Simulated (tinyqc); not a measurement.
Local against global planarity over time: chemical-mechanical planarisation: Preston law, pattern density and step-height reduction. Computed by tinyqc, a small Python program. Command: `OMP_NUM_THREADS=1 python tinyqc.py 3030865 3030866 out.jsonl cmp walk`. One thread of a shared host (Intel(R) Xeon(R) Processor @ 2.30GHz), about 0.01 s of CPU time with the checks.

A row of 12 cells, repeated periodically, holds raised features that cover a share rho of each cell.

Inputs (values chosen for the exercise, close to those used for oxide polishing):
```
quantity,value,unit
Preston coefficient K,6.1e-14,1/Pa
pressure P,17,kPa
platen and carrier speed,110,rpm
distance between the centres,17,cm
initial step height h0,700,nm
contact height h_c,180,nm
film above the raised areas z0,1100,nm
cell size,2.3,mm
planarisation length,3.3,mm
```

local pattern densities, cell by cell: [0.1, 0.9, 0.7, 0.9, 0.1, 0.2, 0.25, 0.3, 0.3, 0.1, 0.5, 0.8]

Method:
- With equal rotation speeds the relative speed is uniform, v = omega r_c; Preston rate R0 = K P v.
- The stiff pad averages the density: rho_eff(i) = sum_j w_ij rho_j / sum_j w_ij, w = exp(-2 d^2/L^2), L the planarisation length and d the distance between cell centres, summed over all periodic images of cell j.
- While h > h_c only raised areas polish, at R0/rho_eff, until t_c = rho_eff (h0 - h_c)/R0. After that h = h_c exp(-(t - t_c)/tau), tau = rho_eff h_c/R0; low areas polish at R0 (1 - h/h_c) and raised areas at R0 [1 + (1 - rho_eff) h/(rho_eff h_c)]. Removed from raised areas after t_c: h0 - h_c + R0 (t - t_c) + (1 - rho_eff)(h_c - h); from low areas: R0 (t - t_c) - rho_eff (h_c - h). Film left = z0 less the removal from raised areas.
- Times are multiples of h0/R0; the range is the largest minus the smallest removal from raised areas.

effective densities: [0.427188, 0.688283, 0.770457, 0.681413, 0.298071, 0.198660, 0.248903, 0.286053, 0.259653, 0.236566, 0.472123, 0.582630]

blanket rate R0 = 2.03072 nm/s

Steps and range (nm):
```
multiple,t (s),largest step,smallest step,range across the row,mean removal from raised areas
0.10,34.47,609.14,347.64,261.51,200.5
0.20,68.94,518.29,64.50,467.54,395.3
0.30,103.41,427.43,9.11,491.07,534.5
0.45,155.12,291.15,0.48,466.70,683.2
0.60,206.82,156.54,0.03,436.17,807.1
0.80,275.76,57.04,0.00,413.35,955.8
1.00,344.71,20.79,0.00,405.03,1098.4
1.30,448.12,4.57,0.00,401.31,1309.4
1.70,586.00,0.61,0.00,400.40,1589.6
```

What follows from these numbers?

Local steps shrink to 0.61 nm or less, but the range across the row reaches up to 491.1 nm among these rows and ends at 400.4 nm, against the limit (largest - smallest rho_eff) h0 = 400.3 nm: once flat, all cells polish alike and the difference stays. Evener density (dummy fill), a longer planarisation length or a smaller initial step reduces it. Caution: in the last rows the removal passes z0 somewhere, so they describe a thicker film than the one given.

Extremes, crossings and ranges named in words are read from the listed rows.
